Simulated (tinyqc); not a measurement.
Leakage through a gate insulator: direct, Fowler-Nordheim, trap-assisted and Poole-Frenkel currents. Inputs raised by 5 %, one at a time. Computed by tinyqc, a small Python program. Command: `OMP_NUM_THREADS=1 python tinyqc.py 3011359 3011360 out.jsonl oxideleak sens`. One thread of a shared host (Intel(R) Xeon(R) Processor @ 2.30GHz), about 0.02 s of CPU time with the checks.

Electrons enter from the cathode Fermi level at x = 0; the conduction band of the insulator lies phi_b - e F x above it, F = V/t. WKB exponents use a parabolic band with mass m.

Inputs (values chosen for the exercise, with an insulator like Al2O3):
```
quantity                          value   unit
thickness t                         4.5     nm
barrier phi_b                      2.18     eV
tunnelling mass m                  0.32    m_0
static constant eps_ox             9.03      -
optical constant eps_opt           3.06      -
voltage across the insulator V      2.3      V
trap depth phi_t                    1.6     eV
trap density N_t                2.4e+17  cm^-3
attempt rate nu_0                 8e+12    1/s
activation of capture E_a          0.29     eV
temperature T                       350      K
```

Constants: hbar^2/(2 m_0) = 3.80998212 eV angstrom^2; e = 1.602176634e-19 C; hbar = 1.054571817e-34 J s; k_B = 8.617333262e-05 eV/K; eps_0 = 8.8541878128e-12 F/m.

Method:
- For a level a distance phi(x) below the band, the WKB exponent is 2 int kappa dx with kappa = sqrt(m phi/(hbar^2/2m_0)); for a linear barrier from phi_1 down to phi_2 = max(phi_1 - e F d, 0) it is G = (4/3) sqrt(m/(hbar^2/2m_0)) (phi_1^(3/2) - phi_2^(3/2))/(e F).
- J_tun = e^3 F^2/(16 pi^2 hbar m phi_b) x exp(-G) / [1 - sqrt(phi_2/phi_b)]^2 with the free-electron mass in the cathode (m in m_0), phi_2 = max(phi_b - e V, 0): direct tunnelling for e V < phi_b, Fowler-Nordheim above. Image forces, back-flow and the limit on supply are left out, so J_tun is overstated below about 0.5 V.
- Equivalent oxide thickness = 3.9 t/eps_ox.
- A trap at depth x lies phi_t below the band. Capture: tunnel at the cathode Fermi level from 0 to x (G_in from phi_1 = phi_b), rate nu_0 exp(-G_in - E_c/k_B T) with E_c = E_a + max(phi_b - phi_t - e F x, 0), the last term being the height of the trap above the cathode Fermi level. Emission: tunnel from the trap level to the anode (G_out from phi_1 = phi_t over t - x), rate nu_0 exp(-G_out - E_a/k_B T). Re-emission to the cathode follows from detailed balance, rate_back = rate_in exp(dE/k_B T) with dE = phi_b - phi_t - e F x. Each trap passes R = rate_in rate_out/(rate_in + rate_back + rate_out) electrons per second; filling from the anode is left out.
- J_TAT = e N_t int_0^t R dx by the midpoint rule on 400 intervals; the most effective depth is the midpoint with the largest R, rounded to 0.01 nm.
- Poole-Frenkel emission over the lowered barrier of a charged trap: lowering sqrt(e F/(pi eps_opt eps_0)); J_PF = e N_t^(2/3) nu_0 exp(-(phi_t - lowering)/k_B T), one sheet of traps emitting with supply unlimited (an upper bound).
- J = J_tun + J_TAT (the Poole-Frenkel bound is not added); the ratio J/J_tun is the excess that stress-made traps add.

Runs; columns: (1) input moved; (2) from; (3) to; (4) tunnelling current J_tun (A/cm^2); (5) trap-assisted current J_TAT (A/cm^2); (6) Poole-Frenkel bound J_PF (A/cm^2); (7) total current J (A/cm^2):
```
(1)                                     (2)       (3)        (4)         (5)        (6)        (7)
base run                                  -         -  0.0015597  5.8891e-07  0.0006015  0.0015602
thickness t (nm)                        4.5     4.725  0.0004190  2.9284e-07  0.0002747  0.0004193
barrier phi_b (eV)                     2.18     2.289  0.0002341  4.1065e-07  0.0006015  0.0002345
tunnelling mass m (m_0)                0.32     0.336  0.0008144  4.0708e-07  0.0006015  0.0008148
voltage across the insulator V (V)      2.3     2.415  0.0054785  9.6050e-07  0.0013429  0.0054794
trap depth phi_t (eV)                   1.6      1.68  0.0015597  3.5854e-07  0.0000424  0.0015600
trap density N_t (cm^-3)            2.4e+17  2.52e+17  0.0015597  6.1835e-07  0.0006214  0.0015603
temperature T (K)                       350     367.5  0.0015597  9.3089e-07  0.0015988  0.0015606
```

Exponents ln(y'/y) / ln(x'/x):
```
input                           tunnelling current J_tun  trap-assisted current J_TAT  Poole-Frenkel bound J_PF  total current J
thickness t                                      -26.938                      -14.319                   -16.064          -26.931
barrier phi_b                                    -38.871                       -7.389                     0.000          -38.842
tunnelling mass m                                -13.317                       -7.568                     0.000          -13.314
voltage across the insulator V                    25.750                       10.026                    16.460           25.746
trap depth phi_t                                   0.000                      -10.170                   -54.365           -0.003
trap density N_t                                   0.000                        1.000                     0.667            0.000
temperature T                                      0.000                        9.384                    20.036            0.004
```

Among the inputs moved here: tunnelling current J_tun answers most in size to barrier phi_b (exponent -38.871), next to thickness t (-26.938); its exponent is below 0.0005 for trap depth phi_t, trap density N_t, temperature T. Its exponent 0.000 in temperature T: tunnelling from the Fermi level does not depend on T in this formula. Trap-assisted current J_TAT answers most in size to thickness t (exponent -14.319), next to trap depth phi_t (-10.170). Its exponent +1.000 in trap density N_t: independent traps. Poole-Frenkel bound J_PF answers most in size to trap depth phi_t (exponent -54.365), next to temperature T (+20.036); its exponent is below 0.0005 for barrier phi_b, tunnelling mass m. Its exponent +0.667 in trap density N_t: one sheet of traps, N_t^(2/3). Total current J answers most in size to barrier phi_b (exponent -38.842), next to thickness t (-26.931); its exponent is below 0.0005 for trap density N_t.

Caution (all rows): the film is too thin for the Poole-Frenkel picture (the lowering is a large part of the whole drop, or the traps are further apart than the film is thick), so J_PF is only nominal.

Extremes, crossings and ranges named in words are read from the listed rows.
